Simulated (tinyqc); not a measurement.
From wire to sheet: nanosheet or nanowire with hard walls, valleys of the Si type.

Six ellipsoidal valleys along the cube axes: inverse mass tensor w = 1/mt + (1/ml - 1/mt) a a^T with a the unit axis. Device axes: x along the channel, z = [001], y = z x x.

Hard walls around a W x H rectangle. The block w_c of w in (y, z) confines; the transport mass follows from 1/m_x = w_xx - w_xc w_c^-1 w_cx. The cross-section problem c (w_yy ky^2 + 2 w_yz ky kz + w_zz kz^2), c = hbar^2/2m0, is solved in products sin(n pi y/W) sin(l pi z/H), n, l = 1 to 12; if w_yz = 0 the levels are c pi^2 (w_yy n^2/W^2 + w_zz l^2/H^2). The w_yz term couples (n, l) to (n', l') by -2 c w_yz D_nn'(W) D_ll'(H) with D_nm(L) = 4 n m/(L (n^2 - m^2)) for n + m odd and 0 otherwise.

Without degeneracy the line density is N1 exp((EF - Ec)/kB T) with N1 = sum 2 g sqrt(m_x kB T/(4 pi c)) exp(-E/kB T), here over n, l up to 80 where w_yz = 0 and over all levels of a 12 x 12 sine basis otherwise; the classical value is W H Nc with Nc = 2 g_all (m_dos kB T/(4 pi c))^(3/2), m_dos = (ml mt^2)^(1/3); dVt = kB T ln(W H Nc/N1).

Constants: hbar^2/2m0 = 3.80998211 eV angstrom^2; kB = 8.617333262e-05 eV/K.

Values chosen for the exercise (near those of Si; shifted at random, so the results belong to these values and not to a real crystal): ml = 0.899 m0 (longitudinal mass); mt = 0.188 m0 (transverse mass); T = 300 K (temperature); g_all = 6 (number of valleys); channel = 110 (transport direction x on a (001) wafer); H = 54 angstrom (height, along z = [001]); Ws = (25, 35, 50, 75, 110, 170, 260) angstrom (widths).

Valleys:
```
group  valleys g     w_yy     w_zz   |w_yz|  m_x (m0)
A              2  5.31915  1.11235  0.00000   0.18800
B              4  3.21575  5.31915  0.00000   0.54350
```

Lowest level of each group (groups ordered by w_zz, then w_yy) and dVt against the width.

Results:
```
W (angstrom)  A1 (eV)  B1 (eV)  dVt (mV)
25             0.3344   0.2621     227.1
35             0.1776   0.1673     136.1
50             0.0944   0.1170      84.6
75             0.0499   0.0901      57.6
170            0.0213   0.0728      41.2
260            0.0173   0.0704      38.0
```

Give the missing row, W (angstrom) = 110.

Computed row:
```
W (angstrom)  A1 (eV)  B1 (eV)  dVt (mV)
110            0.0309   0.0786      47.0
```

dVt falls from 227 to 38 mV. The lowest group changes from B to A between W = 35 and 50 angstrom (H = 54). At the widest W the lowest level is 0.0173 eV; the film limit c pi^2 w_zz/H^2 of that group is 0.0143 eV.

tinyqc: `OMP_NUM_THREADS=1 python tinyqc.py 1280922 1280923 out.jsonl`; about 0.02 s, one thread, shared Intel(R) Xeon(R) Processor @ 2.30GHz.
